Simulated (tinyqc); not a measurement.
# Sheet resistance of a shallow doped layer with concentration-dependent mobility and limited activation, step by step

A worked calculation. Computed by tinyqc, a small Python program that keeps every step. Command: `OMP_NUM_THREADS=1 python tinyqc.py 3009022 3009023 out.jsonl irvin walk`. One thread of a shared host (Intel(R) Xeon(R) Processor @ 2.30GHz), about 0.02 s of CPU time with the checks. Intermediate numbers are printed to about 6 digits and carried at full precision; extremes and crossings named in words are read from the listed rows.

A layer of one dopant lies in a background of the opposite type. Current flows parallel to the surface down to the junction; depletion is ignored.

Inputs (values chosen for the exercise, modelled on boron in silicon):
```
quantity,value,unit
surface concentration C_s,4.5e+20,1/cm^3
length l,5,nm
tail abruptness,3.6,nm/decade
background C_B,2.2e+18,1/cm^3
mobility floor mu_min,48.4,cm^2/(V s)
mobility mu_max,455,cm^2/(V s)
reference density N_r,1.64e+17,1/cm^3
exponent alpha,0.709,-
prefactor of the active limit,8.4e+22,1/cm^3
energy of the active limit,0.727,eV
anneal temperature T,1050,C
```

Profile: box with exponential tail.

Constants: k_B = 8.617333262e-05 eV/K; e = 1.602176634e-19 C.

## Active limit and depths

C(x) = C_s for x < l and C_s 10^(-(x - l)/abruptness) beyond. Temperatures in kelvin are T(C) + 273.15. Active limit C_a = prefactor x exp(-energy/(k_B T)); the junction lies where C = C_B, and the profile exceeds C_a down to x_a (zero if C_s is below C_a). Slope at the junction in nm per decade = ln(10) C/|dC/dx|.

active limit C_a = 1.42952e+20 1/cm^3

junction depth x_j = 13.3188 nm

depth x_a = 6.79288 nm

abruptness at the junction = 3.6 nm/decade

## Local values

Active density N = min(C, C_a); carriers n = N - C_B; mobility mu = mu_min + (mu_max - mu_min)/(1 + ((N + C_B)/N_r)^alpha). Conductivity e n mu. Depths are 0, 0.2, 0.4, 0.6, 0.8 and 0.95 of x_j.

Along the depth:
```
x (nm),C (1/cm^3),N (1/cm^3),mu (cm^2/(V s)),conductivity (S/cm)
0.0000,4.50000e+20,1.42952e+20,51.6827,1165.50
2.6638,4.50000e+20,1.42952e+20,51.6827,1165.50
5.3275,3.64947e+20,1.42952e+20,51.6827,1165.50
7.9913,6.64193e+19,6.64193e+19,53.9524,555.12
10.6551,1.20881e+19,1.20881e+19,64.8323,102.71
12.6529,3.36827e+18,3.36827e+18,79.2666,14.84
```

## Sheet resistance

Integrals from 0 to x_j, where C = C_B (Gauss-Legendre, 60 points on each smooth piece; 1 nm = 1e-7 cm): dose int C dx, carriers int n dx, mean mobility int n mu dx/int n dx, R_s = 1/(e int n mu dx).

chemical dose = 2.95012e+14 1/cm^2

sheet carrier density = 1.16182e+14 1/cm^2

mean mobility = 52.2884 cm^2/(V s)

sheet resistance R_s = 1027.42 ohm/square

carriers per dopant atom = 0.393821

product R_s x_j = 13684.0 ohm nm

A box at the active limit as deep as x_j would give 644 ohm/square, the least this anneal allows at that depth. Clipping at C_a leaves 61 % of the dose without carriers (compensation included).

## Raising the surface concentration at fixed length

The last column drops the active limit.

Layers:
```
C_s (1/cm^3),x_j (nm),dose (1/cm^2),mean mu (cm^2/(V s)),R_s (ohm/square),R_s if all active
3.00e+19,9.0849,1.93464e+13,58.8581,6112.81,6112.81
1.00e+20,10.9673,6.52906e+13,53.4721,1856.37,1856.37
2.00e+20,12.0510,1.30925e+14,52.3983,1211.32,941.54
5.00e+20,13.4836,3.27829e+14,52.2765,1007.54,382.62
1.00e+21,14.5673,6.56002e+14,52.2088,893.80,192.97
2.00e+21,15.6510,1.31235e+15,52.1550,803.13,97.07
```

R_s falls as C_s^-0.99 between the first rows and as C_s^-0.15 between the last. Below C_a = 1.4e20 the exponent is set by the mobility, which drops from 59 towards mu_min, and by compensation. Above C_a extra dose only widens the clipped region: in the last row R_s is 8.27 times the fully active value. Caution: in rows with more than about 2e20 active atoms per cm^3 measured mobilities fall further than this form.

Checks made by the program: sheet conductance against adaptive quadrature (relative difference below 1e-10).
